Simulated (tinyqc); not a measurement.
Worked calculation: plane-wave Kohn-Sham cycle with exchange-only LDA in a layered model solid. Computed by tinyqc, a small Python program that keeps every step. Settings: points = 16, plane-wave index or count = 3, electrons = 2, k points = 1, area = 15.0, mixing = 0.1, iteration cap = 63. Command: `OMP_NUM_THREADS=1 python tinyqc.py 22155 22156 out.jsonl` (the two numbers bound the seeds that draw the settings). One thread of a shared host (Intel(R) Xeon(R) Processor @ 2.60GHz), about 0.01 s of CPU time with the checks. Later iterations appear only in the table of the cycle.

## Iteration 1: potential

A solid whose potential varies along x alone (atomic units):
```
parameter                      value
period a                   12.800000
cross-section of the cell  15.000000
electrons per cell                 2
grid points                       16
plane waves -n..n, n               3
k points                           1
V1 in V1 cos(2 pi x/a)     -0.330000
```

density at the start, on the grid x_j = j a/N (e/bohr^3): [0.01041667, 0.01041667, 0.01041667, 0.01041667, 0.01041667, 0.01041667, 0.01041667, 0.01041667, 0.01041667, 0.01041667, 0.01041667, 0.01041667, 0.01041667, 0.01041667, 0.01041667, 0.01041667]

V_H(G) = 4 pi rho(G)/G^2 for G != 0 (uniform background); v_x = -(3 rho/pi)^(1/3); V = V_ext + V_H + v_x; Fourier components f(G_m) = (1/N) sum_j f(x_j) exp(-i G_m x_j).

Potentials on the grid (hartree):
```
x              V_ext       V_H        v_x          V
0.000000   -0.330000  0.000000  -0.215064  -0.545064
0.800000   -0.304880  0.000000  -0.215064  -0.519944
1.600000   -0.233345  0.000000  -0.215064  -0.448409
2.400000   -0.126286  0.000000  -0.215064  -0.341349
3.200000           0  0.000000  -0.215064  -0.215064
4.000000    0.126286  0.000000  -0.215064  -0.088778
4.800000    0.233345  0.000000  -0.215064   0.018282
5.600000    0.304880  0.000000  -0.215064   0.089817
6.400000    0.330000  0.000000  -0.215064   0.114936
7.200000    0.304880  0.000000  -0.215064   0.089817
8.000000    0.233345  0.000000  -0.215064   0.018282
8.800000    0.126286  0.000000  -0.215064  -0.088778
9.600000           0  0.000000  -0.215064  -0.215064
10.400000  -0.126286  0.000000  -0.215064  -0.341349
11.200000  -0.233345  0.000000  -0.215064  -0.448409
12.000000  -0.304880  0.000000  -0.215064  -0.519944
```

V(G_m), m = 0, 1, 2, ... (hartree): [-0.215064, -0.165000, 0.000000, 0.000000, 0.000000, 0.000000, 0.000000]

## Iteration 1: Hamiltonian at one k

k = 0.000000 2 pi / a

H(m,m') = (k + G_m)^2/2 delta + V(G_m - G_m'), with V(-G) = V(G).

H (hartree), order -3, -2, -1, +0, +1, +2, +3:
```
[[0.869244, -0.165000, 0.000000, 0.000000, 0.000000, 0.000000, 0.000000],
 [-0.165000, 0.266851, -0.165000, 0.000000, 0.000000, 0.000000, 0.000000],
 [0.000000, -0.165000, -0.094585, -0.165000, 0.000000, 0.000000, 0.000000],
 [0.000000, 0.000000, -0.165000, -0.215064, -0.165000, 0.000000, 0.000000],
 [0.000000, 0.000000, 0.000000, -0.165000, -0.094585, -0.165000, 0.000000],
 [0.000000, 0.000000, 0.000000, 0.000000, -0.165000, 0.266851, -0.165000],
 [0.000000, 0.000000, 0.000000, 0.000000, 0.000000, -0.165000, 0.869244]]
```

## Iteration 1: levels at that k

Diagonalise the Hermitian matrix.

eigenvalues (hartree): [-0.412191, -0.162199, 0.016275, 0.290506, 0.309070, 0.913202, 0.913292]

## Iteration 1: new density

Motion across x is left out: the lowest 1 band(s) hold two electrons at each of the k points (j + 1/2)/nk - 1/2. Residual R = rho(out) - rho(in); rho(new) = rho(in) + 0.1 R. rho(out) = 2/(a A nk) sum |psi|^2 with psi = sum c exp(i G x). Harris energy E = band energy - dV sum rho (V_H/2 + v_x) + (3/4) dV sum rho v_x with rho(in), dV = a A/N, band energy = (2/nk) sum of the filled levels.

rho(out) (e/bohr^3): [0.03798809, 0.03215593, 0.01955849, 0.00866360, 0.00290389, 0.00079552, 0.00019720, 0.00005162, 0.00002609, 0.00005162, 0.00019720, 0.00079552, 0.00290389, 0.00866360, 0.01955849, 0.03215593]

density after iteration 1 (e/bohr^3): [0.01317381, 0.01259059, 0.01133085, 0.01024136, 0.00966539, 0.00945455, 0.00939472, 0.00938016, 0.00937761, 0.00938016, 0.00939472, 0.00945455, 0.00966539, 0.01024136, 0.01133085, 0.01259059]

energy per cell = -0.71684969 hartree

## Iteration 2: potential

As before.

Potentials on the grid (hartree):
```
x              V_ext        V_H        v_x          V
0.000000   -0.330000   0.097370  -0.232574  -0.465204
0.800000   -0.304880   0.086693  -0.229090  -0.447277
1.600000   -0.233345   0.059000  -0.221179  -0.395525
2.400000   -0.126286   0.023818  -0.213850  -0.316318
3.200000           0  -0.010317  -0.209764  -0.220081
4.000000    0.126286  -0.038654  -0.208227  -0.120596
4.800000    0.233345  -0.059351  -0.207787  -0.033793
5.600000    0.304880  -0.071857  -0.207680   0.025344
6.400000    0.330000  -0.076033  -0.207661   0.046306
7.200000    0.304880  -0.071857  -0.207680   0.025344
8.000000    0.233345  -0.059351  -0.207787  -0.033793
8.800000    0.126286  -0.038654  -0.208227  -0.120596
9.600000           0  -0.010317  -0.209764  -0.220081
10.400000  -0.126286   0.023818  -0.213850  -0.316318
11.200000  -0.233345   0.059000  -0.221179  -0.395525
12.000000  -0.304880   0.086693  -0.229090  -0.447277
```

V(G_m), m = 0, 1, 2, ... (hartree): [-0.214712, -0.127885, 0.002653, -0.000002, -0.000027, 0.000009, 0.000005]

## Iteration 2: Hamiltonian at one k

k = 0.000000 2 pi / a

As before.

H (hartree), order -3, -2, -1, +0, +1, +2, +3:
```
[[0.869595, -0.127885, 0.002653, -0.000002, -0.000027, 0.000009, 0.000005],
 [-0.127885, 0.267202, -0.127885, 0.002653, -0.000002, -0.000027, 0.000009],
 [0.002653, -0.127885, -0.094233, -0.127885, 0.002653, -0.000002, -0.000027],
 [-0.000002, 0.002653, -0.127885, -0.214712, -0.127885, 0.002653, -0.000002],
 [-0.000027, -0.000002, 0.002653, -0.127885, -0.094233, -0.127885, 0.002653],
 [0.000009, -0.000027, -0.000002, 0.002653, -0.127885, 0.267202, -0.127885],
 [0.000005, 0.000009, -0.000027, -0.000002, 0.002653, -0.127885, 0.869595]]
```

## Iteration 2: levels at that k

As before.

eigenvalues (hartree): [-0.352976, -0.138642, -0.004013, 0.282139, 0.291001, 0.896437, 0.896472]

## Iteration 2: new density

As before.

rho(out) (e/bohr^3): [0.03492221, 0.03029123, 0.01983933, 0.00994365, 0.00393140, 0.00129736, 0.00039344, 0.00013444, 0.00008278, 0.00013444, 0.00039344, 0.00129736, 0.00393140, 0.00994365, 0.01983933, 0.03029123]

density after iteration 2 (e/bohr^3): [0.01534865, 0.01436066, 0.01218170, 0.01021159, 0.00909199, 0.00863883, 0.00849459, 0.00845559, 0.00844813, 0.00845559, 0.00849459, 0.00863883, 0.00909199, 0.01021159, 0.01218170, 0.01436066]

energy per cell = -0.60515993 hartree

## Convergence

Stop when sqrt(dV sum R^2) is below 1e-8, dV = a A/N.

Course of the cycle:
```
iteration  E (hartree)  norm of the residual
1          -0.71684969              1.80e-01
2          -0.60515993              1.50e-01
3          -0.52499669              1.19e-01
4          -0.47240079              8.92e-02
5          -0.44288355              5.99e-02
6          -0.43010880              3.57e-02
7          -0.42617945              2.18e-02
8          -0.42523822              1.66e-02
9          -0.42497170              1.45e-02
10         -0.42484006              1.28e-02
11         -0.42474877              1.13e-02
...                ...                   ...
53         -0.42445045              4.69e-05
54         -0.42445045              4.12e-05
55         -0.42445045              3.62e-05
56         -0.42445045              3.17e-05
57         -0.42445045              2.79e-05
58         -0.42445045              2.45e-05
59         -0.42445045              2.15e-05
60         -0.42445045              1.89e-05
61         -0.42445045              1.66e-05
62         -0.42445045              1.46e-05
63         -0.42445045              1.28e-05
```

Not converged within 63 iterations: the residual falls steadily but slowly, by a factor of about 0.88 a step. Reruns (cap 100 unless said): mixing 0.5, Kerker q0 1.0: converged in 53 (E = -0.42445); mixing 0.3, Pulay depth 5: converged in 20 (E = -0.42445); the original settings with a cap of 400: converged in 122 (E = -0.42445).
